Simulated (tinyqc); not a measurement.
Saturation velocity and mobility from two gate lengths.

Problem. Isat = Cox vsat Vg (x - 1)/(x + 1) per width, x = sqrt(1 + 2 mu Vg/(m vsat L)), with no series resistance and the same overdrive Vg and mu at both lengths. Find vsat and mu.

Parameters, values chosen for the exercise:

| symbol | value | unit | meaning |
|---|---|---|---|
| Cox | 1.68 | uF/cm^2 | gate capacitance |
| m | 1.24 |  | body factor |

Vg = 2.07 V
Isat at L = 0.18 and 1.4 um (uA/um): [1407.0941, 410.72597]

Solution. The ratio of the currents depends on c = 2 mu Vg/(m vsat) alone and falls steadily from L2/L1 to 1 as c grows, so it fixes c; either current then gives vsat.

vsat = 9.700e6 cm/s
mu = 256.8 cm^2/(V s)

Computed by the program tinyqc: `OMP_NUM_THREADS=1 python tinyqc.py 2500030 2500031 out.jsonl`, one thread of a shared Intel Xeon 2.30GHz, about 0.01 s for the whole run.
